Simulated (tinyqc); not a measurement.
Read current of a NAND string, cells in series solved by shooting: one step of the calculation.

Cells in series, numbered from 0 at the source line (0 V) to the bit line, each followed by a gap resistance Rg. A cell with gate Vg, threshold VT, source Vs and drain Vd passes I = 2 nf K Vt^2 [F(Vs) - F(Vd)]/(1 + th max(Vg - VT, 0)), F(V) = ln^2(1 + exp((Vg - VT - nf V)/(2 nf Vt))). The selected cell has Vg = Vr, the others Vg = Vp.

Task. Node voltages for a trial current. For a trial current I start at 0 V and, cell by cell (the selected one is cell 3), solve for the drain: sqrt(F(Vd)) = sqrt(F(Vs) - I/k), k = 2 nf K Vt^2/(1 + th max(Vg - VT, 0)), Vd = [Vg - VT - 2 nf Vt ln(exp(sqrt F) - 1)]/nf, then add I Rg.

Inputs (values chosen for the exercise); values of the order met in vertical NAND strings:
- T = 300 K (temperature)
- K = 7.4 uA/V^2 (gain factor of a cell)
- nf = 2.1 (slope factor)
- th = 0.15 1/V (mobility reduction factor)
- Rg = 14 kohm (resistance of the gap between cells)
- Vbl = 0.4 V (bit-line voltage)
- Vp = 7 V (pass voltage)
- Vr = 1.31 V (read voltage on the selected word line)

Constants: q = 1.602176634e-19 C, kB = 1.380649e-23 J/K, Vt = kB T/q. Results are converted to the units shown.

first trial current = 0.41 uA
thresholds from the source end, cell 0 to 3 (V): -2.4  3.4  3.4  0.4

Wanted: node voltage after each cell and gap, trial 1.

Result.

node voltage after each cell and gap, trial 1, cell 0 to 3 (V): 0.019968  0.049860  0.080193  0.18494

Numbers from tinyqc (`OMP_NUM_THREADS=1 python tinyqc.py 2142277 2142278 out.jsonl`; about 0.8 s on one thread of a shared Intel Xeon 2.30GHz).
